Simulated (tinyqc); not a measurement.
Inside a calculation. Model: programming of a floating-gate cell by Fowler-Nordheim tunnelling.

Computed by the program tinyqc: `OMP_NUM_THREADS=1 python tinyqc.py 2130074 2130075 out.jsonl`, one thread of a shared Intel Xeon 2.30GHz, about 0.01 s for the whole run. Printed values are rounded.

Per tunnel area the floating gate has Ctun = 3.9 eps0/tox to the channel (0 V) and Ccg to the control gate, Ct = Ctun/(1 - ag), no other coupling. With the threshold shift U = -Q/Ccg the field is F = ag (Vg - U)/tox, and dU/dt = J/Ccg. Fowler-Nordheim: J = A F^2 exp(-B/F), A = q^2/(16 pi^2 hbar mo phi) (times 1e14 for A/cm^2 with F in V/nm, emitter mass m0), B = (4/3) sqrt(mo/C) phi^1.5, C = hbar^2/(2 m0).

Values chosen for this exercise; oxide values close to those of silicon dioxide: tunnel barrier phi = 3.07 eV; tunnelling mass mo = 0.49 m0; tunnel oxide thickness tox = 6.1 nm; coupling ratio Ccg/Ct ag = 0.57; tunnel area ar = 5200 nm^2; threshold shift at the start Vt0 = -1.1 V; control-gate voltage Vg = 11.4 V; time step dt = 25 us; steps n = 12.

Constants: q = 1.602176634e-19 C, hbar = 1.054571817e-34 J s, m0 = 9.1093837015e-31 kg, eps0 = 8.8541878128e-14 F/cm where lengths are in cm, hbar^2/(2 m0) = 0.0380998212 eV nm^2. Results are converted to the units shown.

Range of the model: Programming fields of 10 MV/cm and more wear the oxide; trapping and the channel potential are ignored.

## Constants of the cell

A, B, Ccg = ag Ct, the starting field and current, K = A B ag/(Ccg tox), and the knee time t0 = exp(B/F(0))/K.

A = 1.024685e8 A cm^-2 (V/nm)^-2
B = 25.72071 V/nm
Ccg = 0.7503949 uF/cm^2
F(0) = 1.168033 V/nm
J(0) = 0.03820360 A/cm^2
K = 3.281923e14 1/s
t0 = 11.14982 us
electrons for 1 V of shift = 243.5470

## Explicit time steps against the exact solution

U(new) = U + dt J(F(U))/Ccg. Exact: exp(B/F(t)) = exp(B/F(0)) + K t, K = A B ag/(Ccg tox), and U = Vg - tox F/ag.

```
step  t (us)  F (V/nm)   J (A/cm^2)  U by steps (V)  U exact (V)
0          0  1.168033   0.03820360       -1.100000    -1.100000
1         25  1.049101  0.002539018        0.172783    -0.466157
2         50  1.041196  0.002076184        0.257373    -0.203220
3         75  1.034733  0.001757287        0.326542    -0.037956
4        100  1.029262  0.001523560        0.385088     0.081875
5        125  1.024519  0.001344636        0.435846     0.175510
6        150  1.020333  0.001203145        0.480644     0.252144
7        175  1.016588  0.001088398        0.520728     0.316878
8        200  1.013199  9.934402e-4        0.556988     0.372830
9        225  1.010107  9.135474e-4        0.590086     0.422042
10       250  1.007263  8.453927e-4        0.620521     0.465924
11       275  1.004631  7.865645e-4        0.648686     0.505488
12       300  1.002182  7.352713e-4        0.674891     0.541485
```

The steps run ahead by 639 mV after the first and 133 mV after the last, as each uses the larger current of its start; the step is 2.2 of the knee time t0. The overshoot lowers the field, so later steps gain less than the exact curve and the error ends smaller than after the first step.
